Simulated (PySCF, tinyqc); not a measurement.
Inside a calculation. Method: FCI on RHF in the sto-6g basis, for H3+, spin multiplicity 1. The lowest restricted solution is unstable here: a spin-polarised one lies 0.0260 hartree lower (PySCF). Computed by tinyqc, a small Python program that keeps every step (integrals from PySCF). Settings: charge = 1, multiplicity = 1, basis = sto-6g, method = RHF, energy threshold = 1e-10, iteration cap = 85, orthogonalisation = canonical, start = core, DIIS depth = 6, ci = FCI. Command: `OMP_NUM_THREADS=1 python tinyqc.py 28489 28490 out.jsonl` (the two numbers bound the seeds that draw the settings). One thread of a shared host (Intel(R) Xeon(R) Processor @ 2.60GHz), about 0.1 s of CPU time with the checks. The early iterations of the SCF are left out here.

## One-electron integrals

Geometry (angstrom):
```
atom         x         y          z
H     0.000000  0.000000   0.000000
H     0.000000  0.000000   1.534000
H     0.000000  1.511000  -0.263000
```

Basis sto-6g: exponents (1/bohr^2) and contraction coefficients of normalised primitives:
```
element  l (shell)   exponent  coefficient
H            s (1)  35.523221     0.009164
H            s (1)   6.513144     0.049361
H            s (1)   1.822143     0.168538
H            s (1)   0.625955     0.370563
H            s (1)   0.243077     0.416492
H            s (1)   0.100112     0.130334
```

Overlap, kinetic and nuclear-attraction integrals over the contracted functions; the nuclear repulsion is the sum of Za Zb / Rab.

nuclear repulsion = 0.91538409 hartree

overlap S, order 1H 1s, 2H 1s, 3H 1s:
```
[[1.000000, 0.244553, 0.244653],
 [0.244553, 1.000000, 0.067686],
 [0.244653, 0.067686, 1.000000]]
```

kinetic energy T (hartree), order 1H 1s, 2H 1s, 3H 1s:
```
[[0.768522, 0.006102, 0.006126],
 [0.006102, 0.768522, -0.011288],
 [0.006126, -0.011288, 0.768522]]
```

nuclear attraction V (hartree), order 1H 1s, 2H 1s, 3H 1s:
```
[[-1.927162, -0.383504, -0.383688],
 [-0.383504, -1.808695, -0.096012],
 [-0.383688, -0.096012, -1.808757]]
```

core Hamiltonian H = T + V (hartree), order 1H 1s, 2H 1s, 3H 1s:
```
[[-1.158640, -0.377402, -0.377563],
 [-0.377402, -1.040173, -0.107299],
 [-0.377563, -0.107299, -1.040235]]
```

## Two-electron integrals

Functions are numbered as in S; the eight-fold symmetry (ij|kl) = (ji|kl) = (kl|ij) leaves the list below.

Two-electron integrals (ij|kl) in chemists' order, unique and non-zero (hartree):
```
(11|11) 0.774999   (21|11) 0.129672   (21|21) 0.033646   (22|11) 0.338880
(22|21) 0.129672   (22|22) 0.774999   (31|11) 0.129736   (31|21) 0.024075
(31|22) 0.069827   (31|31) 0.033676   (32|11) 0.028296   (32|21) 0.007371
(32|22) 0.028748   (32|31) 0.007373   (32|32) 0.002170   (33|11) 0.338936
(33|21) 0.069805   (33|22) 0.225168   (33|31) 0.129736   (33|32) 0.028748
(33|33) 0.774999
```

## Orthogonalisation

S = U s U^T; canonical form X = U s^(-1/2), so that X^T S X = 1. Each column of U has its largest component positive (the first on a tie).

eigenvalues of S: [0.686271, 0.932314, 1.381415]

X, order 1H 1s, 2H 1s, 3H 1s:
```
[[0.894157, -0.000090, 0.571581],
 [-0.573244, 0.732487, 0.445576],
 [-0.573608, -0.732163, 0.445704]]
```

## Iteration 4 (converged): orbitals

converged F (hartree), order 1H 1s, 2H 1s, 3H 1s:
```
[[-0.504070, -0.341880, -0.341994],
 [-0.341880, -0.441828, -0.152623],
 [-0.341994, -0.152623, -0.441836]]
```

Diagonalise F' = X^T F X, C = X C', fill 1 alpha and 1 beta electrons from the bottom; D = 2 C_occ C_occ^T. Each column has its largest component positive (the first on a tie).

F' = X^T F X (hartree):
```
[[-0.092657, 0.000011, -0.002164],
 [0.000011, -0.310206, -0.000019],
 [-0.002164, -0.000019, -0.749186]]
```

orbital energies (hartree): [-0.749193, -0.310206, -0.092649]

coefficients C, order 1H 1s, 2H 1s, 3H 1s:
```
[[0.574526, -0.000158, 0.892268],
 [0.443716, 0.732496, -0.574674],
 [0.443779, -0.732154, -0.575110]]
```

D after iteration 4, order 1H 1s, 2H 1s, 3H 1s:
```
[[0.660160, 0.509853, 0.509925],
 [0.509853, 0.393768, 0.393823],
 [0.509925, 0.393823, 0.393879]]
```

## Convergence

Stop when the energy changes by less than 1e-10 hartree and every element of the error matrix X^T (F D S - S D F) X is below 3e-06.

Course of the cycle:
```
iteration  E (hartree)     change  largest element of the error matrix
1          -1.01223266          -                             2.26e-01
2          -1.05311473  -4.09e-02                             6.06e-04
3          -1.05311501  -2.82e-07                             5.90e-06
4          -1.05311501  -2.69e-11                             4.74e-07
```

PySCF RHF in the same basis = -1.05311501 hartree

Converged in 4 iterations.

## Integrals over molecular orbitals

(pq|rs) = sum C_ip C_jq C_kr C_ls (ij|kl), one index at a time.

one-electron integrals over orbitals h = C^T H C (hartree):
```
[[-1.219306, 0.000040, -0.058047],
 [0.000040, -1.000633, -0.000013],
 [-0.058047, -0.000013, -0.906413]]
```

Two-electron integrals over orbitals (pq|rs), unique and non-zero (hartree):
```
(11|11) 0.470113    (21|11) -0.000040   (21|21) 0.152275    (22|11) 0.421351
(22|21) 0.000108    (22|22) 0.511679    (31|11) 0.058047    (31|21) 0.000008
(31|22) -0.088685   (31|31) 0.160894    (32|11) 0.000011    (32|21) -0.140961
(32|22) -0.000067   (32|31) -0.000076   (32|32) 0.137197    (33|11) 0.487329
(33|21) -0.000104   (33|22) 0.414934    (33|31) 0.093595    (33|32) 0.000058
(33|33) 0.529458
```

## FCI: determinants and Hamiltonian

Hartree-Fock energy = -1.05311501 hartree

Slater-Condon rules over spin orbitals, with the nuclear repulsion added and E(HF) subtracted on the diagonal.

Occupation strings over the orbitals (2 doubly, a alpha, b beta, 0 empty; spin orbitals ordered 1a 1b 2a 2b ...): 200 ab0 a0b ba0 b0a 020 0ab 0ba 002

H - E(HF) between determinants (hartree), order 200, ab0, a0b, ba0, b0a, 020, 0ab, 0ba, 002:
```
[[0.000000, 0.000000, 0.000000, 0.000000, 0.000000, 0.152275, 0.000008, -0.000008, 0.160894],
 [0.000000, 0.169911, -0.000003, -0.152275, -0.000008, 0.000148, -0.140961, 0.146731, -0.000076],
 [0.000000, -0.000003, 0.330109, -0.000008, -0.160894, -0.140961, -0.000064, 0.000076, 0.035548],
 [0.000000, -0.152275, -0.000008, 0.169911, -0.000003, -0.000148, 0.146731, -0.140961, 0.000076],
 [0.000000, -0.000008, -0.160894, -0.000003, 0.330109, 0.140961, 0.000076, -0.000064, -0.035548],
 [0.152275, 0.000148, -0.140961, -0.000148, 0.140961, 0.478912, -0.000081, 0.000081, 0.137197],
 [0.000008, -0.140961, -0.000064, 0.146731, 0.000076, -0.000081, 0.476387, -0.137197, 0.000045],
 [-0.000008, 0.146731, 0.000076, -0.140961, -0.000064, 0.000081, -0.137197, 0.476387, -0.000045],
 [0.160894, -0.000076, 0.035548, 0.000076, -0.035548, 0.137197, 0.000045, -0.000045, 0.685132]]
```

## FCI: roots

Diagonalise (each vector has its largest component positive (the first on a tie)); all determinants have Ms = 0, so triplets appear too. The lowest singlet root is the correlation energy.

lowest roots of this matrix, relative to E(HF) (hartree): [-0.066608, 0.017533, 0.145402, 0.169215, 0.255222, 0.339294, 0.645497, 0.790368]

lowest vectors, order 200, ab0, a0b, ba0, b0a, 020, 0ab, 0ba, 002:
```
[[0.951549, 0.000000, -0.000145, 0.000000],
 [0.000054, 0.706993, 0.602454, -0.000051],
 [-0.055009, 0.000050, -0.000081, 0.707107],
 [-0.000054, 0.706993, -0.602454, -0.000051],
 [0.055009, 0.000050, 0.000081, 0.707107],
 [-0.255875, 0.000000, -0.000475, 0.000000],
 [-0.000020, -0.012683, 0.370201, -0.000051],
 [0.000020, -0.012683, -0.370201, -0.000051],
 [-0.151758, 0.000000, 0.000283, 0.000000]]
```

<S^2> of these roots: [0.000000, 2.000000, 0.000000, 2.000000, 0.000000, 2.000000, 0.000000, 0.000000]

weight of the ground state by excitation level 0, 1, 2, ...: [0.905445, 0.006052, 0.088503]
